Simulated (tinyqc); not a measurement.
Admittance spectroscopy and thermally stimulated current of one trap level in a depletion layer. Inputs raised by 2 %, one at a time. Computed by tinyqc, a small Python program. Command: `OMP_NUM_THREADS=1 python tinyqc.py 3112019 3112020 out.jsonl admit sens`. One thread of a shared host (Intel(R) Xeon(R) Processor @ 2.30GHz), about 0.01 s of CPU time with the checks.

A Schottky junction on n-type material holds one donor-like electron trap; shallow donors are fully ionised and abrupt depletion edges are assumed.

Inputs (values chosen for the exercise, modelled on n-type GaAs): dielectric constant eps = 12.9; density-of-states mass m = 0.0685 m_0; shallow doping N = 8.8e+15 1/cm^3; trap density N_t = 4.7e+15 1/cm^3; trap depth E_t below the band = 0.213 eV; capture cross section sigma = 3.5e-15 cm^2; band bending V_b = 0.8 V; test frequency f = 3000 Hz; heating rate beta = 0.054 K/s.

Constants: k_B = 1.380649e-23 J/K; m_0 = 9.1093837015e-31 kg; h = 6.62607015e-34 J s; k_B = 8.617333262e-05 eV/K; eps_0 = 8.8541878128e-12 F/m; e = 1.602176634e-19 C.

Method:
- N_c = 2 (2 pi m k_B T/h^2)^(3/2), v_th = sqrt(3 k_B T/m), emission rate e_n = sigma v_th N_c exp(-E_t/(k_B T)).
- Where the level crosses the Fermi level capture equals emission, so the trap follows the signal with the rate 2 e_n; G/omega peaks at omega = 2 e_n (the correction for large N_t/N is left out).
- Solve 2 e_n(T_p) = 2 pi f.
- With E_c - E_F = k_B T_p ln(N_c/N): lambda = sqrt(2 eps eps_0 (E_t - (E_c - E_F))/(e^2 N)); traps are empty and charged for x < x_t = w - lambda, and V_b = e (N w^2 + N_t x_t^2)/(2 eps eps_0). High frequency: C_hf = eps eps_0/w. Low frequency: C_lf = eps eps_0 (N + N_t)/(N w + N_t x_t).
- Thermally stimulated current without retrapping: filled share n(T) = exp(-(1/beta) int e_n dT), current proportional to e_n n; the peak obeys beta (E_t/(k_B T^2) + 2/T) = e_n(T). The integral starts at 0.5 T_m and uses 4000 trapezoid steps to 1.2 T_m.
- Chen's first-order estimate from the full width W = T_2 - T_1 between the half-height points: E = 2.52 k_B T_m^2/W - 2 k_B T_m.

Runs:
```
input moved                            from         to  step (C_lf - C_hf)/C_hf  peak temperature T_m (K)  C_hf (nF/cm^2)  lambda (nm)
base run                                  -          -                   0.2055                     92.53           33.86        165.2
trap depth E_t below the band (eV)    0.213    0.21726                   0.2076                     94.20           33.83        166.7
capture cross section sigma (cm^2)  3.5e-15   3.57e-15                   0.2056                     92.47           33.86        165.2
shallow doping N (1/cm^3)           8.8e+15  8.976e+15                   0.2023                     92.53           34.16        163.7
band bending V_b (V)                    0.8      0.816                   0.2034                     92.53           33.56        165.2
test frequency f (Hz)                  3000       3060                   0.2055                     92.53           33.86        165.2
density-of-states mass m (m_0)       0.0685    0.06987                   0.2053                     92.47           33.86        165.0
heating rate beta (K/s)               0.054    0.05508                   0.2055                     92.59           33.86        165.2
```

Exponents ln(y'/y) / ln(x'/x):
```
input                          step (C_lf - C_hf)/C_hf  peak temperature T_m    C_hf  lambda
trap depth E_t below the band                    0.496                 0.902  -0.048   0.459
capture cross section sigma                      0.013                -0.033  -0.001   0.012
shallow doping N                                -0.806                 0.000   0.441  -0.457
band bending V_b                                -0.539                 0.000  -0.448   0.000
test frequency f                                -0.013                 0.000   0.001  -0.012
density-of-states mass m                        -0.057                -0.033   0.006  -0.053
heating rate beta                                0.000                 0.033   0.000   0.000
```

Which inputs matter most for each result?

Among the inputs moved here: step (C_lf - C_hf)/C_hf answers most in size to shallow doping N (exponent -0.806), next to band bending V_b (-0.539); its exponent is below 0.0005 for heating rate beta. Peak temperature T_m answers most in size to trap depth E_t below the band (exponent +0.902), next to capture cross section sigma (-0.033); its exponent is below 0.0005 for shallow doping N, band bending V_b, test frequency f. C_hf answers most in size to band bending V_b (exponent -0.448), and about equally to shallow doping N (+0.441); its exponent is below 0.0005 for heating rate beta. Lambda answers most in size to trap depth E_t below the band (exponent +0.459), and about equally to shallow doping N (-0.457); its exponent is below 0.0005 for band bending V_b, heating rate beta.

Caution (all rows): N_t/N is not small, so the peak moves away from omega = 2 e_n.

Extremes, crossings and ranges named in words are read from the listed rows.
